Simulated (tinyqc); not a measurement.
## Channel mobility from two channel lengths

Question. Two power MOSFETs differ only in channel length: R_on = R_rest + Lc (Wp + a)/(2 mch Cox Vov), Cox = 3.9 eps0/tox. Find mch and R_rest.

Inputs (values chosen for the exercise):
```
symbol,value,unit,meaning
tox,35,nm,gate oxide thickness (eps_r 3.9)
Vov,9,V,gate overdrive
Wp,5.6,um,"width of the p body in one cell, channels included"
a,1.6,um,gap between neighbouring p bodies
```

Constants: eps0 = 8.8541878128e-14 F/cm where lengths are in cm. Results are converted to the units shown.

R_on at Lc = 0.82 and 1.6 um (mohm cm^2): [1.9846954, 2.1603812]

Answer. R_on is a straight line in Lc; its slope gives mch and its intercept the rest.

mch = 180 cm^2/(V s)
R_rest = 1.80 mohm cm^2

Computed by the program tinyqc: `OMP_NUM_THREADS=1 python tinyqc.py 2230021 2230022 out.jsonl`, one thread of a shared Intel Xeon 2.30GHz, about 0.01 s for the whole run.
